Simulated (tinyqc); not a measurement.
## Dead time and true rate from two light levels

Problem. A non-paralysable detector measures m = n/(1 + n td); dark counts are negligible. Find td and the true rate at the lower flux.

measured rates at a photon flux and at four times that flux (1/s): 3.9357430e6  9.8989899e6

Solution. 1/m = 1/n + td, so the difference of the inverse rates is 3/(4 n).

td = 50.00 ns
n = 4.900e6 1/s

tinyqc, about 0.01 s, one thread, Intel Xeon 2.30GHz (shared host): `OMP_NUM_THREADS=1 python tinyqc.py 2630031 2630032 out.jsonl`
